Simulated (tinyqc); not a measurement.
Along the channel and with depth: stress in a transistor channel from embedded alloy regions, liners and fins, by half-space elasticity. Computed by tinyqc, a small Python program. Command: `OMP_NUM_THREADS=1 python tinyqc.py 3029311 3029312 out.jsonl stressor walk`. One thread of a shared host (Intel(R) Xeon(R) Processor @ 2.30GHz), about 0.01 s of CPU time with the checks.

Plane strain in an isotropic half-space, the same constants everywhere; x along the channel from its centre, y downwards from the free surface; stress is positive in tension.

Inputs (values chosen for the exercise, modelled on silicon): alloy fraction x = 0.024; lattice change per unit x, beta = -0.435; Young's modulus E = 169 GPa; Poisson ratio nu = 0.24; channel length L = 46 nm; length of each stressor S = 125 nm; recess depth d = 75 nm; depth of the field point y = 3.6 nm.

Stressor: Si(1-x)C(x) source and drain.

Method. Misfit e = beta x. A fully constrained inclusion holds the stress -p with p = E e/(1 - 2 nu); a blanket film would hold -E e/(1 - nu) in the plane. A line element dA of misfit at (a, c) in the half-space gives, with C = E e/(2 pi (1 - nu)), X = x - a, r1^2 = X^2 + (y - c)^2, r2^2 = X^2 + Y^2, Y = y + c: s_xx = -C dA {[X^2 - (y - c)^2]/r1^4 + 3 [X^2 - Y^2]/r2^4 + 4 y Y (Y^2 - 3 X^2)/r2^6}, s_yy = C dA {[X^2 - (y - c)^2]/r1^4 - [X^2 - Y^2]/r2^4 + 4 y Y (Y^2 - 3 X^2)/r2^6}. These are integrated over two rectangles, L/2 < |a| < L/2 + S, 0 < c < d (closed form in a, 200 Gauss-Legendre points in c).

misfit e = -0.01044

Stress (MPa):
```
2x/L  s_xx at y  s_yy at y  s_xx at d/2  s_xx at 1.5 d
0.0      1974.0      -2.54       576.04        -325.08
0.2      1958.3      -3.50       586.21        -327.61
0.4      1903.0      -7.75       616.17        -335.01
0.6      1773.9     -24.44       664.04        -346.73
0.8      1477.3    -131.68       725.96        -361.82
```

Near the surface s_xx changes by -25 % from the centre to 2x/L = 0.8. At the centre, s_xx at half the recess depth is 0.29 of its value at y, and below the recess -0.16. An element acts with the sign of X^2 - (y - c)^2, so its direct term reverses where the offset in depth exceeds the lateral distance, and the image terms that amplify the stress near the surface fade with depth.
